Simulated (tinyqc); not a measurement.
Cluster expansion of a binary alloy: correlations, fit, cross-validation and ground states. Which input was changed? Computed by tinyqc, a small Python program. Command: `OMP_NUM_THREADS=1 python tinyqc.py 3004739 3004740 out.jsonl clex which`. One thread of a shared host (Intel(R) Xeon(R) Processor @ 2.30GHz), about 0.1 s of CPU time with the checks.

s = +1 for A and -1 for B. Energy per site E = J0 + J1 P(point) + sum over clusters of m V P, with P the mean product of spins; V > 0 on a pair favours unlike neighbours. Clusters per site m: pair 1 4, pair 2 3, pair 3 6, triplet 12; the triplet is two first-neighbour bonds closed by a second-neighbour bond. Formation energies are counted from the line between pure A and pure B, which removes J0 and J1.

Inputs (values chosen for the exercise, for a model alloy): first-pair interaction V1 = 23.9 meV; second-pair interaction V2 = -0.94 meV; third-pair interaction V3 = -0.045 meV; triplet interaction Vt = -2.5 meV; noise amplitude = 4.9 meV/site; temperature T = 2200 K; fraction x of B = 0.1.

Lattice: bcc.

correlations P, counted on periodic cells, rows A, A3B D0_3, A3B (001) layers, A2B C11_b, AB B2, AB B32, A2B2 B11, AB (110) layers, AB2 C11_b, AB3 D0_3, AB3 (001) layers, B, columns point, pair 1, pair 2, pair 3, triplet:
```
[[1.000000, 1.000000, 1.000000, 1.000000, 1.000000],
 [0.500000, 0.000000, 0.000000, 1.000000, -0.500000],
 [0.500000, 0.000000, 0.666667, 0.333333, 0.166667],
 [0.333333, -0.333333, 0.555556, 0.111111, -0.111111],
 [0.000000, -1.000000, 1.000000, 1.000000, 0.000000],
 [0.000000, 0.000000, -1.000000, 1.000000, 0.000000],
 [0.000000, 0.000000, 0.333333, -0.333333, 0.000000],
 [0.000000, 0.000000, -0.333333, -0.333333, 0.000000],
 [-0.333333, -0.333333, 0.555556, 0.111111, 0.111111],
 [-0.500000, 0.000000, 0.000000, 1.000000, 0.500000],
 [-0.500000, 0.000000, 0.666667, 0.333333, -0.166667],
 [-1.000000, 1.000000, 1.000000, 1.000000, -1.000000]]
```

standard normal numbers for the noise (0 for the pure ends): A 0.000, A3B D0_3 0.070, A3B (001) layers 0.177, A2B C11_b -0.126, AB B2 0.895, AB B32 0.108, A2B2 B11 1.632, AB (110) layers -0.485, AB2 C11_b -1.795, AB3 D0_3 1.022, AB3 (001) layers -1.924, B 0.000

Constants: k_B = 8.617333262e-05 eV/K.

Method:
- Design matrix of formation energies: m (P - 1) for pairs and m (P(triplet) - P(point)) for the triplet; x = (1 - P(point))/2.
- Exact: X V with V = (V1, V2, V3, Vt). The data to fit add the noise amplitude times the normal numbers, standing for what the clusters leave out.
- For each set, H = X (X^T X)^-1 X^T over the structures between the ends; residual e = E - H E; leave-one-out error e_i/(1 - H_ii); both as root mean squares.
- Random alloy: P(pair) = p^2, P(triplet) = p^3, p = 1 - 2x, so H_mix = (p^2 - 1) sum m V(pairs) + (p^3 - p) m Vt; G_mix = H_mix + k_B T [x ln x + (1 - x) ln(1 - x)]. To first order in 1/T the Warren-Cowley parameter of shell 1 is alpha_1 = -(1 - p^2) V_eff/(k_B T), V_eff = V1 + (number of triplets on a first-neighbour bond) p Vt, that number being 6.

Task: One of these inputs alone was changed, within the range given: second-pair interaction V2 (-1.88 to -0.47); triplet interaction Vt (-5 to -1.25); noise amplitude (2.45 to 9.8); temperature T (1100 to 4400). Which one, and to what value?

Results:
```
run         alpha_1  mixing enthalpy H_mix (meV/site)  leave-one-out error without pair 3 (meV/site)
before  -0.02259716                          -24.6636                                       7.277086
after   -0.02701835                          -24.6636                                       7.277086
```

Result:

Each candidate set to reproduce alpha_1, and what it then gives; columns: (1) candidate; (2) range searched; (3) value needed; (4) mixing enthalpy H_mix (meV/site); (5) leave-one-out error without pair 3 (meV/site):
```
(1)                                          (2)        (3)      (4)     (5)
second-pair interaction V2 (meV)  -1.88 to -0.47  no effect        -       -
triplet interaction Vt (meV)         -5 to -1.25     -2.015  -26.340  7.2771
noise amplitude (meV/site)           2.45 to 9.8  no effect        -       -
temperature T (K)                   1100 to 4400       1840  -24.664  7.2771
```

Only temperature T fits every result: it went from 2200 to 1840 K. The next best candidate, triplet interaction Vt, misses one result by 6.8 %.
